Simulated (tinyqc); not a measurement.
# Read current of a NAND string, cells in series solved by shooting, step by step

Program tinyqc, `OMP_NUM_THREADS=1 python tinyqc.py 2142034 2142035 out.jsonl`; Intel Xeon 2.30GHz, shared host, one thread, about 0.7 s. Printed values are rounded.

Cells in series, numbered from 0 at the source line (0 V) to the bit line, each followed by a gap resistance Rg. A cell with gate Vg, threshold VT, source Vs and drain Vd passes I = 2 nf K Vt^2 [F(Vs) - F(Vd)]/(1 + th max(Vg - VT, 0)), F(V) = ln^2(1 + exp((Vg - VT - nf V)/(2 nf Vt))). The selected cell has Vg = Vr, the others Vg = Vp.

Inputs (values chosen for the exercise); values of the order met in vertical NAND strings: temperature T = 300 K; gain factor of a cell K = 27 uA/V^2; slope factor nf = 2.5; mobility reduction factor th = 0.1 1/V; resistance of the gap between cells Rg = 2.3 kohm; bit-line voltage Vbl = 0.4 V; pass voltage Vp = 5.6 V; read voltage on the selected word line Vr = 1.72 V.

Constants: q = 1.602176634e-19 C, kB = 1.380649e-23 J/K, Vt = kB T/q. Results are converted to the units shown.

## Step 1: node voltages for a trial current

first trial current = 1.5 uA
thresholds from the source end, cell 0 to 5 (V): -1.6  0.8  -1.6  -1.6  4.1  -1.6

For a trial current I start at 0 V and, cell by cell (the selected one is cell 1), solve for the drain: sqrt(F(Vd)) = sqrt(F(Vs) - I/k), k = 2 nf K Vt^2/(1 + th max(Vg - VT, 0)), Vd = [Vg - VT - 2 nf Vt ln(exp(sqrt F) - 1)]/nf, then add I Rg.

node voltage after each cell and gap, trial 1, cell 0 to 5 (V): 0.0167523  0.0980644  0.115288  0.132598  0.194373  0.212093

## Step 2: node voltages for a trial current

second trial current = 2.3 uA

As before.

node voltage after each cell and gap, trial 2, cell 0 to 5 (V): 0.0257122  0.167387  0.194369  0.221571  0.350982  0.379553

## Course of the secant iteration

Secant steps on the end voltage less Vbl, from the two trials; a trial above the saturation current of a cell has no solution and is moved halfway to the previous trial. Stop below 1e-9 V.

Course of the iteration:
```
iteration   I (uA)  end voltage - Vbl (V)  halvings
1          2.39768                7.78e-3         0
2          2.37076               -3.31e-4         0
3          2.37186               -5.39e-6         0
4          2.37188                3.73e-9         0
5          2.37188              -3.89e-14         0
```

Converged in 5 iterations to I = 2.3719 uA. The selected cell takes 35.7 % of the bit-line voltage and the gaps together 8.18 %.
